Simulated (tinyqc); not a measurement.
Worked calculation: two-dimensional electron gas with Rashba and Dresselhaus coupling. Values are carried at full precision from step to step, so a last printed digit may differ when a step is redone from the rounded ones.

H = c k^2/m + al (ky sx - kx sy) + b1 (kx sx - ky sy) + gam kx ky (kx sy - ky sx), s the Pauli matrices, x = [100], c = hbar^2/2m0, b1 = gam (pi/L)^2 (hard walls). H = c k^2/m + B.s, so E = c k^2/m -/+ |B| and the lower state has its spin along -B.

Constants: hbar^2/2m0 = 3.80998211 eV angstrom^2; hbar = 6.58211957e-16 eV s.

Parameters, chosen for this exercise (of the size met in GaN; not measured data): m = 0.2267 m0 (mass); al = 0.0054 eV angstrom (Rashba constant); gam = 0 eV angstrom^3 (bulk Dresselhaus constant); L = 148 angstrom (width of the (001) well); n = 11 1e11/cm^2 (sheet density (one subband filled)); phi = 160 degrees (angle of k from [100]).

## Scales

b1; mean Fermi wave vector k0 = sqrt(2 pi n) (1e11/cm^2 = 1e-5/angstrom^2); E0 = c k0^2/m; b3 = gam k0^2/4; kR = al m/(2c) and ER = al kR/2, the shift and depth of a pure Rashba band.

b1 = 0 eV angstrom
k0 = 0.02629 1/angstrom
E0 = 11.616 meV
b3 = 0 eV angstrom
kR = 0.0001607 1/angstrom
ER = 0.0004338 meV

There is no Dresselhaus term; kR is 0.6 % of k0.

## Spin-orbit field at one point of the Fermi circle

k = k0 (cos phi, sin phi). Form B, the splitting 2|B| and the direction of the lower spin, atan2(-By, -Bx).

Bx, By (meV): 0.0486  0.1334

splitting = 0.2839 meV
direction of the lower spin = -110.0 degrees

## The matrix

H = [[E0, Bx - i By], [Bx + i By, E0]] in meV; diagonalise. Precession period h/(2|B|) = 2 pi hbar/(splitting).

H (meV):
```
,up,down
up,11.6157,0.0486-0.1334i
down,0.0486+0.1334i,11.6157
```

levels (meV): 11.4737  11.7576

period = 14.6 ps

## The two wave vectors at the energy E0 along this direction

Solve c k^2/m -/+ |B(k)| = E0. The spin turns by (k_outer - k_inner) per length, so a half turn takes pi/(difference).

k (1/angstrom): outer 0.026451, inner 0.026130

difference = 0.0003213 1/angstrom
length of a half turn = 977.7 nm

For linear terms alone the difference is (m/c)|B|/k, whatever the energy: every electron along this direction turns alike, the basis of the spin transistor.

## Checks

- Difference of the Fermi wave vectors without Dresselhaus terms against al m/c: both 0.00032131.

(tinyqc, `OMP_NUM_THREADS=1 python tinyqc.py 1482632 1482633 out.jsonl`, Intel(R) Xeon(R) Processor @ 2.30GHz, 1 thread, shared host, about 0.01 s.)
